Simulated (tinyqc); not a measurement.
Inside a calculation: quantum-confined Stark effect in a modulator well. Values are carried at full precision from step to step, so a last printed digit may differ when a step is redone from the rounded ones.

Constants: hbar^2/2m0 = 3.80998211 eV angstrom^2; e^2/(4 pi eps0) = 14.39964547 eV angstrom; hc = 1239.841984 eV nm.

Values chosen for the exercise (near those of an InGaAs well in InAlAs; not measured data):
- L = 72 angstrom (well width)
- me = 0.0417 m0 (electron, well)
- mh = 0.381 m0 (heavy hole along z, well)
- F = 118 kV/cm (field)
- Vc = 0.512 eV (conduction offset)
- Vv = 0.19 eV (heavy-hole offset)
- meb = 0.0715 m0 (electron, barrier)
- mhb = 0.45 m0 (heavy hole, barrier)
- Eg = 0.761 eV (gap of the well)
- mp = 0.111 m0 (heavy hole in the plane)
- eps = 13.8 (dielectric constant)
- dE = 12 meV (operating point below the zero-field line)
- G = 4 meV (half width of the exciton line)

## Estimate for hard walls

Second order: each level moves by -C m (e F)^2 L^4/(2c), C = (15/pi^2 - 1)/(24 pi^2), c = hbar^2/2m0, 1 kV/cm = 1e-5 eV/angstrom. It holds while e F L is no more than about twice 3 c pi^2/(m L^2).

Estimate:

| carrier | shift (meV) | e F L over the level spacing |
|---|---|---|
| electron | -0.45 | 0.16 |
| heavy hole | -4.11 | 1.49 |

The hole, 9.1 times heavier, carries 90 % of the estimated shift; for hard walls second order errs by about 2 % at a ratio of 1 and 13 % at 3.

## Levels and envelopes

Envelopes on cells of 0.5 angstrom over the well |z| < L/2 and 45 angstrom of barrier on each side, psi = 0 beyond, psi'/m continuous (mean mass between points), c = hbar^2/2m0. The electron sees + e F z and the hole - e F z, each with its offset in the barriers; 1 kV/cm = 1e-5 eV/angstrom. Light holes, band mixing and escape by tunnelling are left out.

Ground levels, squared overlap and separation <z>_h - <z>_e without and with the field.

Results:

| F (kV/cm) | E_e (meV) | E_h (meV) | overlap^2 | separation (angstrom) |
|---|---|---|---|---|
| 0 | 79.24 | 12.77 | 0.976 | 0.0 |
| 118 | 77.07 | 4.28 | 0.752 | 16.9 |

The electron level moves by -2.17 meV (4.8 times the hard-wall estimate, since it leaks into the barriers and sees a wider well) and the hole level by -8.50 meV (2.07 times).

## Exciton

Exciton: in-plane function exp(-rho/lam), 1/mu = 1/me + 1/mp, E(lam) = c/(mu lam^2) - (q/eps) times the integral over k of Fm(k)(1 + (k lam/2)^2)^(-3/2), Fm(k) the double integral of psi_e^2 psi_h^2 exp(-k |z - z'|), q = e^2/(4 pi eps0); binding Eb = -E at the minimum. Line at Eg + E_e + E_h - Eb, strength proportional to overlap^2/lam^2.

Minimise over lam without and with the field.

Results:

| F (kV/cm) | lam (angstrom) | Eb (meV) | line (eV) | nm | overlap^2/lam^2 (1e-4/angstrom^2) |
|---|---|---|---|---|---|
| 0 | 168.7 | 5.93 | 0.8471 | 1463.7 | 0.3429 |
| 118 | 175.2 | 5.67 | 0.8367 | 1481.9 | 0.2450 |

The weaker binding gives back 0.26 meV of the red shift, leaving 10.4 meV; the strength falls to 71 %.

## Contrast at the operating point

With a Gaussian line of half width G, the absorption at E_op = line(0) - dE is proportional to strength x exp(-ln2 ((E_op - line)/G)^2); continuum absorption is left out. Give it at both fields, relative to the zero-field peak.

E_op = 0.8351 eV
wavelength = 1484.7 nm

absorption without and with the field: 0.0020  0.64

The field changes the absorption by +0.64 of the zero-field peak. With dE above 2G the Gaussian tail at zero field is weak; real tails fall only exponentially and absorb more.

## Checks

- Zero-field levels against the matching condition of the square well, meV: largest difference 1.2e-02.
- Slope d(E_e + E_h)/dF against minus the separation (Hellmann-Feynman), angstrom: both -16.9.

tinyqc: `OMP_NUM_THREADS=1 python tinyqc.py 1250091 1250092 out.jsonl`; about 0.1 s, one thread, shared Intel(R) Xeon(R) Processor @ 2.30GHz.
